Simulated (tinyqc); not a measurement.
Length offset and series resistance from crossing lines.

Inverse problem. R_total = Rs + k (L - dL)/Vo with constant Rs, dL and k. Find k, dL and Rs.

R_total at (L, Vo) = (90, 0.44), (270, 0.44), (90, 0.84) and (270, 0.84), L in nm and Vo in V (ohm um): [519.31818, 1378.4091, 362.5, 812.5]

Answer. At each overdrive R is a straight line in L with slope k/Vo; the two lines cross at L = dL, R = Rs.

k = 2.100 ohm um V/nm
dL = 21.00 nm
Rs = 190.0 ohm um

Numbers from tinyqc (`OMP_NUM_THREADS=1 python tinyqc.py 2282083 2282084 out.jsonl`; about 0.04 s on one thread of a shared Intel Xeon 2.30GHz).
